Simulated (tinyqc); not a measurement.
From results back to parameters: thin-body film or fin with hard walls, valleys of the Si type. Three cases, with inputs chosen for the exercise.

Problem. In a hard-walled film E_1 = c (pi/t)^2/m_z, c = hbar^2/2m0. The splitting between the lowest levels of two valley groups, on the (110) face, was computed from a hidden thickness.

Constants: hbar^2/2m0 = 3.80998211 eV angstrom^2.

Case 1.

Values chosen (out of a larger set: near those of Si; not measured data): m_za = 0.3107 m0 (heavier confinement mass); m_zb = 0.187 m0 (lighter one).

splitting = 29.608 meV

Case 2.

Values chosen (out of a larger set: near those of Si; not measured data): m_za = 0.3142 m0 (heavier confinement mass); m_zb = 0.19 m0 (lighter one).

splitting = 28.932 meV

Case 3.

Values chosen (out of a larger set: near those of Si; not measured data): m_za = 0.3115 m0 (heavier confinement mass); m_zb = 0.188 m0 (lighter one).

splitting = 49.563 meV

Find: t; lower level.

Solution. t = pi sqrt(c (1/m_zb - 1/m_za)/splitting).

Case 1.

t = 52.0 angstrom
lower level = 0.0448 eV

Case 2.

t = 52.0 angstrom
lower level = 0.0443 eV

Case 3.

t = 40.0 angstrom
lower level = 0.0754 eV

Computed by tinyqc, one run a case: `OMP_NUM_THREADS=1 python tinyqc.py N N+1 out.jsonl` with N = 1251636, 1252162, 1252191; one thread of a shared Intel(R) Xeon(R) Processor @ 2.30GHz, about 0.01 s a run at most.
